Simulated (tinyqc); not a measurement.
## Thermal resistances of a two-die stack

Question. Heat leaves through the lower die only, and the system is linear. Find the resistance R1 from the lower die to the coolant, R2 between the dies, and the rise of the upper die when both are powered.

Values chosen for this exercise: power of the lower die P1 = 12 W; power of the upper die P2 = 5.4 W.

rises of the lower and upper die with only the lower one powered (K): 4.08  4.08
rises of the lower and upper die with only the upper one powered (K): 1.836  3.294

Solution. With only the lower die powered no heat crosses R2, so both dies rise by P1 R1; the difference in the second test is P2 R2; rises add.

R1 = 0.340 K/W
R2 = 0.270 K/W
rise of the upper die = 7.37 K

Computed by the program tinyqc: `OMP_NUM_THREADS=1 python tinyqc.py 2162239 2162240 out.jsonl`, one thread of a shared Intel Xeon 2.30GHz, about 0.03 s for the whole run.
